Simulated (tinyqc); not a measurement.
# Width from the threshold shift

Inverse problem. Undoped body with a flat potential across it, hard walls, transport along x. Three valley pairs (g = 2 each) with the longitudinal mass along x, y or z. Non-parabolicity enters the subband edges through E (1 + al E) = gamma, so E = 2 gamma/(1 + sqrt(1 + 4 al gamma)); motion within a subband is taken as parabolic with the band-edge mass. Energies are counted from the bulk band edge. gamma = C pi^2 [a^2/(my (t + dl)^2) + b^2/(mz (H + dl)^2)], C = hbar^2/(2 m0). Each subband has N_k = g sqrt(2 mx m0 kB T/(pi hbar^2)); without degeneracy n = exp(EF/Vt) sum N_k exp(-E_k/Vt). Classical value Nc times t H, Nc = sum over valleys of 2 g (m m0 kB T/(2 pi hbar^2))^1.5 with m = (mx my mz)^(1/3). Threshold shift dVT = Vt ln(classical value/sum N_k exp(-E_k/Vt)). Find t and the lowest subband edge.

Parameters, values chosen for the exercise; masses close to those of silicon:
```
symbol,value,unit,meaning
T,200,K,temperature
ml,0.917,m0,longitudinal mass
mt,0.191,m0,transverse mass
al,0.5,1/eV,non-parabolicity
dl,0.3,nm,widening of the box by penetration into the insulator
H,2.5,nm,height (along z)
```

Constants: q = 1.602176634e-19 C, kB = 1.380649e-23 J/K, hbar = 1.054571817e-34 J s, m0 = 9.1093837015e-31 kg, Vt = kB T/q, hbar^2/(2 m0) = 0.0380998212 eV nm^2. Results are converted to the units shown.

dVT = 233.85621 mV

Solution. dVT is evaluated for trial values of t with all subbands; between 1.5 and 25 nm one value matches.

t = 2.50 nm
E_1 = 268 meV

Numbers from tinyqc (`OMP_NUM_THREADS=1 python tinyqc.py 2350161 2350162 out.jsonl`; about 0.3 s on one thread of a shared Intel Xeon 2.30GHz).
